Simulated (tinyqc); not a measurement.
Bulk transistor, scale length and short-channel effects: two steps of the calculation.

A gate, an insulator of thickness ti and a depleted layer of depth ts on a conducting body. Below threshold the potential that source and drain add obeys Laplace's equation and vanishes on the gate and at the bottom of the depleted layer. Its lowest mode decays along the channel as exp(-k y); k is the smallest positive root of the matching condition at the interface, and the scale length is Lambda = pi/k.

Inputs (values chosen for the exercise); permittivities: semiconductor close to that of In0.53Ga0.47As, insulator close to that of silicon dioxide:
- eps_r = 13.7 (relative permittivity of the semiconductor)
- ei = 3.81 (relative permittivity of the insulator)
- ti = 1.8 nm (insulator thickness)
- ts = 16 nm (depletion depth)

Question 1. Scan of the matching condition. f(k) = eps_r sin(k ti) cos(k ts) + ei cos(k ti) sin(k ts).

k, point 0 to 7 (1/nm): 0.02625  0.0525  0.07875  0.105  0.13125  0.1575  0.18375  0.21

Wanted: f(k).

Answer 1.

f(k), point 0 to 7: 2.1427  3.6873  4.1830  3.4393  1.5786  -0.9852  -3.6375  -5.7033

The first change of sign lies between k = 0.13125 and 0.1575 1/nm.

Question 2. Scale length against simple estimates. Lambda = pi/k and l = 1/k. A parabolic potential across the structure gives l(parabolic) = sqrt((eps_r/ei) ts ti).

k = 0.14788031 1/nm

Give: Lambda; l; l(parabolic).

Answer 2.

Lambda = 21.244 nm
l = 6.7622 nm
l(parabolic) = 10.176 nm

Program tinyqc, `OMP_NUM_THREADS=1 python tinyqc.py 2420166 2420167 out.jsonl`; Intel Xeon 2.30GHz, shared host, one thread, about 0.01 s.
